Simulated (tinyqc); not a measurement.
# Transistor under a ferroelectric capacitor (negative capacitance), static model: effects of single changes

A ferroelectric film of thickness tf lies between the gate and an inner metal at potential v, which drives an ordinary transistor. One domain, P = Q (background permittivity neglected): Vg = v + tf (2 al Q + 4 be Q^3), al = -3 sqrt(3) Ec/(4 Pr), be = 3 sqrt(3) Ec/(8 Pr^3). Gate charge Q(v) = Qi + Cp v with the channel charge Qi = Cox n Vt ln(1 + exp((v - VT)/(n Vt))). Q in uC/cm^2, E in kV/cm; 1 nm times 1 kV/cm is 1e-4 V. Domains, leakage and the switching time are left out.

Inputs (values chosen for the exercise); Pr and Ec close to those of hafnium oxide based films:
- T = 250 K (temperature)
- Pr = 8 uC/cm^2 (remanent polarisation)
- Ec = 1000 kV/cm (coercive field)
- Cox = 1.7 uF/cm^2 (capacitance of the inner oxide)
- Cp = 1.12 uF/cm^2 (overlap capacitance per gate area)
- VT = 0.34 V (threshold of the inner transistor)
- n = 1.19 (subthreshold factor of the inner transistor)
- Vg = 0.36 V (gate voltage)

Constants: q = 1.602176634e-19 C, kB = 1.380649e-23 J/K, Vt = kB T/q. Results are converted to the units shown.

Each table varies one quantity; the others keep the values above.

## Effect of the overlap capacitance per gate area

C = dQ/dv = Cox/(1 + exp(-(v - VT)/(n Vt))) + Cp; dVg/dv = 1 + C tf (2 al + 12 be Q^2); gain = dv/dVg. The largest gain is taken over -0.3 V < v < 2.5 V, tc is the thickness at which dVg/dv first touches zero, the swing is n Vt ln 10 (1 + 2 al tf Cp), v solves Vg(v) = Vg, and the last column compares Qi(v) with Qi(Vg) of the transistor without the film.

In this table tf = 3.9 nm.

Results:
```
Cp (uF/cm^2),tc (nm),largest gain,swing (mV/decade),v at Vg (V),Qi with/without film
0.1,17.22,1.293,58.28,0.3732,1.328
0.3,15.55,1.335,56.79,0.3852,1.661
0.5,14.19,1.379,55.29,0.3982,2.048
0.7,13.07,1.425,53.80,0.4123,2.487
0.9,12.13,1.474,52.30,0.4274,2.974
1.3,10.64,1.579,49.31,0.4610,4.084
1.5,10.04,1.635,47.82,0.4794,4.701
```

Estimate the missing row, Cp = 1.1 uF/cm^2.

Computed row:
```
Cp (uF/cm^2),tc (nm),largest gain,swing (mV/decade),v at Vg (V),Qi with/without film
1.1,11.33,1.525,50.81,0.4436,3.508
```

With this row back in the table: As Cp goes from 0.1 to 1.5 uF/cm^2, the largest gain rises from 1.29 to 1.63, the swing falls from 58.3 to 47.8 mV a decade and tc falls from 17.2 to 10.0 nm.

## Effect of the capacitance of the inner oxide

Same model as above.

In this table tf = 3.9 nm.

Effect of the capacitance of the inner oxide:
```
Cox (uF/cm^2),tc (nm),largest gain,swing (mV/decade),v at Vg (V),Qi with/without film
1,14.87,1.356,50.66,0.4329,3.153
1.5,12.09,1.476,50.66,0.4415,3.435
2,10.20,1.619,50.66,0.4517,3.775
2.5,8.835,1.790,50.66,0.4640,4.187
3,7.802,1.999,50.66,0.4792,4.694
3.5,6.994,2.261,50.66,0.4980,5.326
4,6.343,2.596,50.66,0.5215,6.117
4.5,5.809,3.042,50.66,0.5505,7.094
5,5.363,3.665,50.66,0.5850,8.255
```

Read the table: what changes, and by how much?

As Cox goes from 1 to 5 uF/cm^2, the largest gain rises from 1.36 to 3.67, the swing stays at 50.7 mV a decade and tc falls from 14.9 to 5.36 nm.

Program tinyqc, `OMP_NUM_THREADS=1 python tinyqc.py 2860035 2860036 out.jsonl`; Intel Xeon 2.30GHz, shared host, one thread, about 0.02 s.
